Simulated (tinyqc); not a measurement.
Inside a calculation. Method: LCCD on RHF in the 3-21g basis, for H2, spin multiplicity 1. One step of it, computed by the program tinyqc.

Task: Iteration 5 (converged): orbitals. Diagonalise F' = X^T F X, C = X C', fill 1 alpha and 1 beta electrons from the bottom; D = 2 C_occ C_occ^T. Each column has its largest component positive (the first on a tie).

converged F (hartree), lower triangle:
```
,1H 1s,1H 2s,2H 1s,2H 2s
1H 1s,0.234177
1H 2s,-0.404872,-0.304923
2H 1s,-0.364551,-0.389663,0.234177
2H 2s,-0.389663,-0.366959,-0.404872,-0.304923
```

X, lower triangle:
```
,1H 1s,1H 2s,2H 1s,2H 2s
1H 1s,1.238986
1H 2s,-0.483525,1.566153
2H 1s,-0.002610,0.023680,1.238986
2H 2s,0.023680,-0.573837,-0.483525,1.566153
```

Give: F' = X^T F X; orbital energies; coefficients C; D after iteration 5.

Result:

F' = X^T F X (hartree), lower triangle:
```
,1,2,3,4
1,0.7601
2,-0.6254,0.2535
3,-0.1980,-0.1367,0.7601
4,-0.1367,-0.2176,-0.6254,0.2535
```

orbital energies (hartree): MO1 -0.5072, MO2 0.1686, MO3 1.1052, MO4 1.2606

coefficients C:
```
,MO1,MO2,MO3,MO4
1H 1s,0.2426,0.1571,0.9007,-0.9353
1H 2s,0.3827,1.0979,-0.6720,1.1014
2H 1s,0.2426,-0.1571,0.9007,0.9353
2H 2s,0.3827,-1.0979,-0.6720,-1.1014
```

D after iteration 5, lower triangle:
```
,1H 1s,1H 2s,2H 1s,2H 2s
1H 1s,0.1177
1H 2s,0.1857,0.2929
2H 1s,0.1177,0.1857,0.1177
2H 2s,0.1857,0.2929,0.1857,0.2929
```
